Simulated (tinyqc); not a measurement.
Worked calculation: carrier lifetime from Shockley-Read-Hall, radiative, Auger and surface recombination. Computed by tinyqc, a small Python program that keeps every step. Command: `OMP_NUM_THREADS=1 python tinyqc.py 3031793 3031794 out.jsonl lifetime walk`. One thread of a shared host (Intel(R) Xeon(R) Processor @ 2.30GHz), about 0.02 s of CPU time with the checks. Intermediate numbers are printed to about 6 digits and carried at full precision; extremes and crossings named in words are read from the listed rows.

Energies are counted from the top of the valence band. Boltzmann statistics, full ionisation, and equal excess densities of electrons and holes.

Inputs (values chosen for the exercise, for a model semiconductor):
```
quantity                          value        unit
gap E_g                            0.68          eV
electron mass m_e                 0.196         m_0
valleys M_c                           4           -
hole mass m_h                     0.408         m_0
temperature T                       300           K
doping N                        2.9e+16       cm^-3
trap level E_t                   0.0548          eV
trap density N_t                2.5e+13       cm^-3
electron cross-section sigma_n    4e-16        cm^2
hole cross-section sigma_p      6.8e-15        cm^2
radiative coefficient B         1.3e-14      cm^3/s
Auger coefficient C_n           2.3e-31      cm^6/s
Auger coefficient C_p           1.3e-30      cm^6/s
excess density dn               7.4e+15       cm^-3
generation rate G               2.3e+18  cm^-3 s^-1
diffusion coefficient D              14      cm^2/s
```

Doping: n-type. Surface term: none.

Constants: m_0 = 9.1093837015e-31 kg; k_B = 1.380649e-23 J/K; h = 6.62607015e-34 J s; k_B = 8.617333262e-05 eV/K.

## Equilibrium densities

N_c = 2 M_c (2 pi m_e k_B T/h^2)^(3/2) and N_v = 2 (2 pi m_h k_B T/h^2)^(3/2), masses in units of m_0. n_i = sqrt(N_c N_v) exp(-E_g/2 k_B T); majority density N/2 + sqrt(N^2/4 + n_i^2), minority density n_i^2 over it.

N_c = 8.70996e+18 cm^-3

N_v = 6.53977e+18 cm^-3

n_i = 1.46568e+13 cm^-3

n_0 = 2.90000e+16 cm^-3

p_0 = 7.40769e+09 cm^-3

## Capture times and SRH densities

v = sqrt(3 k_B T/m) with m_e or m_h; tau_n0 = 1/(sigma_n v_n N_t), tau_p0 = 1/(sigma_p v_p N_t); n1 = N_c exp(-(E_g - E_t)/k_B T), p1 = N_v exp(-E_t/k_B T).

v_n = 2.63809e+07 cm/s

v_p = 1.82847e+07 cm/s

tau_n0 = 3.79061e-06 s

tau_p0 = 3.21709e-07 s

n1 = 2.73601e+08 cm^-3

p1 = 7.85168e+17 cm^-3

Emission from the level is not negligible: captured carriers are often re-emitted, which lengthens the lifetime at low injection.

## Lifetimes at the given injection

With n = n_0 + dn, p = p_0 + dn and U/dn = 1/tau: (n p - n_i^2)/dn = n_0 + p_0 + dn = s; 1/tau_SRH = s/[tau_p0 (n + n1) + tau_n0 (p + p1)]; 1/tau_rad = B s; 1/tau_Aug = (C_n n + C_p p) s; the rates add. Radiative efficiency = tau_eff/tau_rad; effective diffusion length = sqrt(D tau_eff).

tau_SRH at dn = 8.28580e-05 s

tau_rad at dn = 0.00211327 s

tau_Aug at dn = 0.00152693 s

effective lifetime at dn = 7.57751e-05 s

radiative efficiency at dn = 0.0358568

effective diffusion length at dn = 325.707 micrometre

SRH recombination carries 91 % of the rate; dn/N = 0.26 is intermediate injection.

## Steady state under generation

dn solves dn/tau_eff(dn) = G (60 bisections in ln dn between 1e-2 and 1e22 cm^-3); the splitting of the quasi-Fermi levels is k_B T ln(n p/n_i^2).

steady excess density = 2.21808e+14 cm^-3

lifetime in the steady state = 9.64384e-05 s

quasi-Fermi splitting under G = 0.266656 eV

The splitting, an upper bound for e V_oc, is 39 % of the gap.

## Lifetime against injection

Rows stop below half the smaller effective density of states.

Lifetimes (s):
```
dn (cm^-3)          SRH   radiative        Auger    effective  radiative efficiency  fastest channel
1.00e+10    1.02952e-04  0.00265252  5.16980e-03  9.72410e-05             0.0366599              SRH
1.00e+11    1.02951e-04  0.00265251  5.16968e-03  9.72407e-05             0.0366599              SRH
1.00e+12    1.02948e-04  0.00265243  5.16845e-03  9.72374e-05             0.0366598              SRH
1.00e+13    1.02918e-04  0.00265160  5.15621e-03  9.72046e-05             0.0366588              SRH
1.00e+14    1.02612e-04  0.00264340  5.03652e-03  9.68777e-05             0.0366488              SRH
1.00e+15    9.96570e-05  0.00256410  4.06503e-03  9.37171e-05             0.0365497              SRH
1.00e+16    7.76083e-05  0.00197239  1.16709e-03  7.01801e-05             0.0355813              SRH
1.00e+17    2.63320e-05  0.00059630  4.85497e-05  1.65972e-05             0.0278336              SRH
1.00e+18    6.89788e-06  0.00007476  6.32418e-07  5.74851e-07             0.0076898            Auger
```

tau_SRH goes from 1.03e-4 s at low injection (320 times the minority capture time) to 6.90e-6 s in the last row; at high injection it tends to tau_n0 + tau_p0 = 4.11e-6 s. Ruling channel by row: SRH from 1e10, Auger from 1e18 cm^-3.

## Where in the gap a trap does harm

Low injection: tau = [tau_p0 (n_0 + n1) + tau_n0 (p_0 + p1)]/(n_0 + p_0). Depleted region (n = p = 0): generation lifetime tau_g = (tau_p0 n1 + tau_n0 p1)/n_i. n1 = N_c exp(-(E_g - E_t)/k_B T), p1 = N_v exp(-E_t/k_B T).

The same trap at other energies:
```
E_t (eV)  SRH lifetime (s)  generation lifetime (s)
0.041          1.75348e-04              3.46307e-01
0.102          1.68546e-05              3.27120e-02
0.170          1.51295e-06              2.35699e-03
0.238          4.07545e-07              1.69834e-04
0.306          3.27944e-07              1.23362e-05
0.340          3.23557e-07              3.65587e-06
0.374          3.22854e-07              2.26481e-06
0.442          3.31444e-07              1.92597e-05
0.510          4.56362e-07              2.66423e-04
0.578          2.19048e-06              3.69755e-03
0.639          2.01056e-05              3.91443e-02
```

The SRH lifetime (other channels left aside) stays within 10 % of its least value, among these rows, from E_t = 0.306 to 0.442 eV. The generation lifetime has a sharp minimum, among these rows at 0.374 eV and exactly at 0.368 eV, where tau_p0 n1 = tau_n0 p1, since generation needs two thermal jumps and the larger one rules.

Checks made by the program: n1 p1 = n_i^2 (relative difference below 1e-10).
